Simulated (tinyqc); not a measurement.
Anisotropic elasticity and sound waves of a cubic crystal: one step, computed by the program tinyqc. Command: `OMP_NUM_THREADS=1 python tinyqc.py 3028168 3028169 out.jsonl cubicelastic walk`. One thread of a shared host (Intel(R) Xeon(R) Processor @ 2.30GHz), about 0.01 s of CPU time with the checks.

Voigt order 1..6 = xx, yy, zz, yz, xz, xy, with engineering shear strains. The rotated frame has x' as named, z' along the wafer normal and y' = z' x x'.

Question. Sound waves along the wave normal. In the cube axes, with unit normal n: G_ij = (C12 + C44) n_i n_j + (C44 - H n_i^2) delta_ij, eigenvalues rho v^2, eigenvectors u (columns, largest component positive). Group velocity V_i = [(C12 + C44)(u.n) u_i + C44 n_i - H u_i^2 n_i]/(rho v); its angle to n has cosine v/|V|.

Inputs (values chosen for the exercise, for a model crystal): C12 = 296 GPa; C44 = 171 GPa; density rho = 3.88 g/cm^3.

Frame: (001) wafer, x' along [210].

wave normal (not normalised): [1, 2.5, 3.2]

H = 105 GPa

Give: Christoffel matrix; phase velocities; polarisations; group speeds; angles between V and n.

Answer.

Christoffel matrix (GPa):
```
,x,y,z
x,191.70,66.75,85.44
y,66.75,300.36,213.61
z,85.44,213.61,382.94
```

phase velocities (m/s): [5651, 6468, 12319]

polarisations:
```
,slow,fast,longitudinal
x,0.07076,0.96211,0.26333
y,0.75803,-0.22346,0.61275
z,-0.64837,-0.15625,0.74512
```

group speeds (m/s): [5742, 6596, 12335]

angles between V and n (degree): [10.254, 11.316, 2.893]

Energy flows off the wave normal by up to 11.3 degrees, for the fast transverse wave.
